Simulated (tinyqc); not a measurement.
Two coupled magnetic layers: synthetic antiferromagnet, spin flop, exchange bias and magnetoresistance: one step, computed by the program tinyqc.

Moments lie in the plane at the angles p1, p2 from the field. Energy per area: E = J1 cos(p1 - p2) + J2 cos^2(p1 - p2) - B M_s (t1 cos p1 + t2 cos p2) + K (t1 sin^2 p1 + t2 sin^2 p2).

Task: Limit of the antiparallel state. With p1 = 0, p2 = 180 degrees and c2 = J1 - 2 J2 the Hessian is [[c2 + t1 (2K + b), -c2], [-c2, c2 + t2 (2K - b)]], b = B M_s; its determinant vanishes at the positive root of t1 t2 b^2 - c2 (t1 - t2) b - [2K c2 (t1 + t2) + 4 K^2 t1 t2] = 0.

Inputs (values chosen for the exercise, for a model stack):
```
quantity                       value    unit
saturation magnetisation M_s    1350    kA/m
thickness t1                     3.8      nm
thickness t2                     2.6      nm
antiferromagnetic coupling J1   0.39  mJ/m^2
biquadratic coupling J2            0  mJ/m^2
in-plane anisotropy K            3.4  kJ/m^3
```

Field direction: along the easy axis.

Give: stability limit B_sf of the antiparallel state.

Result:

stability limit B_sf of the antiparallel state = 53.26 mT
